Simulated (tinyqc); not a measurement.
Froehlich polaron in a polar crystal: one step, computed by the program tinyqc. Command: `OMP_NUM_THREADS=1 python tinyqc.py 3013773 3013774 out.jsonl frohlich walk`. One thread of a shared host (Intel(R) Xeon(R) Processor @ 2.30GHz), about 0.04 s of CPU time with the checks.

One electron in a parabolic band of mass m*, coupled to dispersionless LO phonons in the continuum model. Energies are in units of hbar omega unless marked, wave numbers in k_0 = sqrt(2 m* omega/hbar).

Task: Coupling constant and length scale. 1/eps* = 1/eps_inf - 1/eps_s; k_0 = sqrt(2 m* omega/hbar) = sqrt(m* hbar omega / (hbar^2/(2 m_0))) with m* in m_0; alpha = (e^2/(4 pi eps_0)) k_0/(2 eps* hbar omega); polaron length 1/k_0.

Inputs (values chosen for the exercise, modelled on zinc oxide): band mass m* = 0.295 m_0; LO phonon energy hbar omega = 68.7 meV; eps_inf = 3.64; static dielectric constant eps_s = 8.44.

Constants: hbar^2/(2 m_0) = 3.80998212 eV angstrom^2; e^2/(4 pi eps_0) = 14.39964548 eV angstrom.

Give: eps*; k_0; coupling constant alpha; polaron length 1/k_0.

Result:

eps* = 6.4003

k_0 = 0.072934 1/angstrom

coupling constant alpha = 1.1942

polaron length 1/k_0 = 13.711 angstrom

Intermediate coupling.
